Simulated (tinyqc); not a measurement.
Worked calculation: optical transitions of a finite quantum well. Values are carried at full precision from step to step, so a last printed digit may differ when a step is redone from the rounded ones.

Each carrier sees a square well of width L with its own depth V and masses m (inside), mb (outside); c = hbar^2/2m0, k = sqrt(m E/c), kappa = sqrt(mb (V - E)/c), and level n solves k L + 2 atan[(k/m)/(kappa/mb)] = n pi. The envelope is cos(kz) for odd n and sin(kz) for even n inside, joins exp(-kappa (|z| - L/2)) outside, and is normalised to 1. Excitons and band mixing are left out.

Constants: hbar^2/2m0 = 3.80998211 eV angstrom^2; hc = 1239.841984 eV nm; fine-structure constant alpha = 0.007297352564.

Inputs chosen for the exercise (near those of a GaAs well in AlGaAs; the results hold for these values, not for the real material): L = 64 angstrom (well width); Eg = 1.507 eV (gap of the well); Vc = 0.235 eV (conduction offset); Vv = 0.13 eV (valence offset); me = 0.066 m0 (electron, well); meb = 0.0911 m0 (electron, barrier); mh = 0.349 m0 (heavy hole along z, well); mhb = 0.413 m0 (heavy hole, barrier); ml = 0.0894 m0 (light hole along z, well); mlb = 0.1057 m0 (light hole, barrier); Ns = 0.29 x 1e12/cm^2 (electrons in e1); n_r = 3.29 (refractive index); G = 20 meV (half width of the line).

## Confinement energies

Up to three levels for each carrier.

Levels:
```
level  E (eV)  k (1/angstrom)  kappa (1/angstrom)
e1     0.0555         0.03100             0.06551
e2     0.2029         0.05929             0.02770
hh1    0.0152         0.03731             0.11156
hh2    0.0593         0.07369             0.08755
hh3    0.1216         0.10556             0.03009
lh1    0.0383         0.02996             0.05045
lh2    0.1258         0.05432             0.01086
```

## Interband transitions

From e1 and e2 to each hole level: E = Eg + E_e + E_h, wavelength hc/E, squared overlap of the envelopes, and the strength |<S|p|v>|^2 in units of P^2 at the subband edge: overlap^2 times 1/2 (hh) or 1/6 (lh) for light polarised in the plane (TE), times 0 (hh) or 2/3 (lh) along z (TM).

Transitions:
```
pair    E (eV)  wavelength (nm)  overlap^2      TE      TM
e1-hh1  1.5777            785.9     0.9730  0.4865  0.0000
e1-lh1  1.6007            774.5     0.9954  0.1659  0.6636
e1-hh2  1.6218            764.5     0.0000  0.0000  0.0000
e1-hh3  1.6841            736.2     0.0231  0.0116  0.0000
e1-lh2  1.6882            734.4     0.0000  0.0000  0.0000
e2-hh1  1.7251            718.7     0.0000  0.0000  0.0000
e2-lh1  1.7482            709.2     0.0000  0.0000  0.0000
e2-hh2  1.7692            700.8     0.7839  0.3919  0.0000
e2-hh3  1.8316            676.9     0.0000  0.0000  0.0000
e2-lh2  1.8357            675.4     0.8242  0.1374  0.5495
```

The edge is e1-hh1 at 786 nm. Pairs of opposite parity vanish exactly; e1-hh3 is allowed by parity and reaches 0.0231, only because the two envelopes leak differently into the barriers.

## Intersubband transitions from e1

z_1j = <1|z|j>; 1/m1 = <1|1/m|1>; f_1j = (m1/c)(E_j - E_1) z_1j^2, which sums to 1 over all bound and continuum states.

Transitions:
```
pair  E (meV)  wavelength (micrometre)  |z| (angstrom)       f
1-2     147.4                     8.41           18.97  0.9418
```

m1 = 0.0677 m0
sum of f over bound states = 0.9418

The continuum carries the remaining 0.0582. With hard walls z_12 = 16 L/(9 pi^2) = 11.53 angstrom and f_12 = 256/(27 pi^2) = 0.9607.

## Absorption of one well

For light polarised along z (a real waveguide or Brewster geometry adds an angle factor), with all electrons in e1 and none in e2, the peak fractional absorption is 4 pi alpha Ns c f_12/(n_r m1 G) and the area under the Lorentzian line is pi G times that, c = hbar^2/2m0; 1e12/cm^2 = 1e-4/angstrom^2. EF - E1 = 2 pi c Ns/m1 at zero temperature.

peak absorption = 0.214 %
area = 13.47 % meV
EF - E1 = 10.3 meV

EF lies below e2, as assumed.

## Checks

- Sum of f over all levels of a difference grid (60 cells across the well) against 1: 0.999 against 1.000.
- The strength f_12 on that grid against the matched envelopes: both 0.942.

Program tinyqc; command `OMP_NUM_THREADS=1 python tinyqc.py 1282161 1282162 out.jsonl`; about 0.1 s on one thread of a shared Intel(R) Xeon(R) Processor @ 2.30GHz.
